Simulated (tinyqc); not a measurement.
# Ellipsometry and reflectance of a transparent film on an absorbing substrate: effects of single changes

Air (index 1), film, substrate with N2 = n2 - i k2; time factor exp(+i w t). q_j = sqrt(N_j^2 - sin^2 th), root with positive real part. Fresnel coefficients r_s = (q_a - q_b)/(q_a + q_b), r_p = (N_b^2 q_a - N_a^2 q_b)/(N_b^2 q_a + N_a^2 q_b). tan(Psi) exp(i Delta) = R_p/R_s, Delta taken from 0 to 360 degrees.

Parameters, values chosen for the exercise; indices close to those of a porous low-k film on silicon: wavelength lam = 405 nm; angle of incidence th = 70 degrees; index of the transparent film n1 = 1.289; film thickness d = 1.3 nm; index of the substrate n2 = 5.42; extinction coefficient of the substrate k2 = 0.329.

Each table varies one quantity; the others keep the values above.

## Psi and Delta against the film thickness

beta = 2 pi d q1/lam, X = exp(-2 i beta), R = (r01 + r12 X)/(1 + r01 r12 X) for p and s. The last column is the derivative of Delta.

Psi and Delta against the film thickness:

| d (nm) | Psi (degrees) | Delta (degrees) | \|R_p\|^2 | \|R_s\|^2 | dDelta/dd (degrees/nm) |
|---|---|---|---|---|---|
| 0 | 19.30 | 175.5 | 0.09501 | 0.7744 | -2.390 |
| 26 | 24.52 | 124.6 | 0.1562 | 0.7511 | -1.385 |
| 51 | 32.12 | 102.0 | 0.2654 | 0.6734 | -0.4724 |
| 77 | 40.61 | 101.7 | 0.3595 | 0.4888 | 0.5299 |
| 102 | 53.64 | 138.0 | 0.4048 | 0.2195 | 2.741 |
| 128 | 52.38 | 225.6 | 0.4010 | 0.2382 | 2.469 |
| 153 | 39.62 | 257.4 | 0.3484 | 0.5084 | 0.4134 |
| 179 | 31.12 | 254.5 | 0.2487 | 0.6826 | -0.5732 |
| 204 | 23.44 | 228.7 | 0.1418 | 0.7547 | -1.548 |
| 230 | 19.32 | 174.3 | 0.09518 | 0.7744 | -2.386 |

Psi goes from 19.3 through a maximum of 53.6 (at d = 102 nm among the rows listed) to 19.3 degrees. The period is 229.5 nm, after which Psi and Delta return to the values of the bare substrate, so one angle and wavelength fix d only up to a multiple of it. The size of the slope of Delta runs from 0.413 to 2.74 degrees/nm among the rows; Delta is counted modulo 360 degrees, and sharper features can lie between the rows.

## Effect of the angle of incidence

Same model as above.

dDelta/dd is the derivative of Delta; period lam/(2 q1).

Result of one run:

| th (degrees) | Psi (degrees) | Delta (degrees) | \|R_p\|^2 | \|R_s\|^2 | dDelta/dd (degrees/nm) | period (nm) |
|---|---|---|---|---|---|---|
| 70 | 19.36 | 172.4 | 0.09556 | 0.7743 | -2.376 | 229.5 |

What becomes of these results when the angle of incidence th is changed from 70 to 65 degrees, all else the same?

Result of the changed run:

| th (degrees) | Psi (degrees) | Delta (degrees) | \|R_p\|^2 | \|R_s\|^2 | dDelta/dd (degrees/nm) | period (nm) |
|---|---|---|---|---|---|---|
| 65 | 25.12 | 175.0 | 0.1603 | 0.7291 | -1.586 | 220.9 |

The whole series:

| th (degrees) | Psi (degrees) | Delta (degrees) | \|R_p\|^2 | \|R_s\|^2 | dDelta/dd (degrees/nm) | period (nm) |
|---|---|---|---|---|---|---|
| 50 | 35.38 | 177.9 | 0.3122 | 0.6189 | -0.6625 | 195.3 |
| 55 | 32.74 | 177.2 | 0.2693 | 0.6515 | -0.8678 | 203.5 |
| 60 | 29.41 | 176.3 | 0.2187 | 0.6882 | -1.152 | 212.1 |
| 65 | 25.12 | 175.0 | 0.1603 | 0.7291 | -1.586 | 220.9 |
| 70 | 19.36 | 172.4 | 0.09556 | 0.7743 | -2.376 | 229.5 |
| 75 | 11.30 | 165.2 | 0.03289 | 0.8240 | -4.519 | 237.3 |
| 80 | 3.329 | 65.43 | 0.002972 | 0.8782 | 5.255 | 243.5 |
| 85 | 20.15 | 7.197 | 0.1261 | 0.9369 | 2.178 | 247.6 |

Psi goes from 35.4 through a minimum of 3.33 (at th = 80 among the rows listed) to 20.1 degrees and |R_p|^2 goes from 0.312 through a minimum of 0.00297 (at th = 80 among the rows listed) to 0.126. The slope of Delta is largest in size, 5.25 degrees/nm, at th = 80 among the rows. The bare substrate has its smallest |R_p| near arctan(n2) = 79.5 degrees.

tinyqc, about 0.01 s, one thread, Intel Xeon 2.30GHz (shared host): `OMP_NUM_THREADS=1 python tinyqc.py 2870211 2870212 out.jsonl`
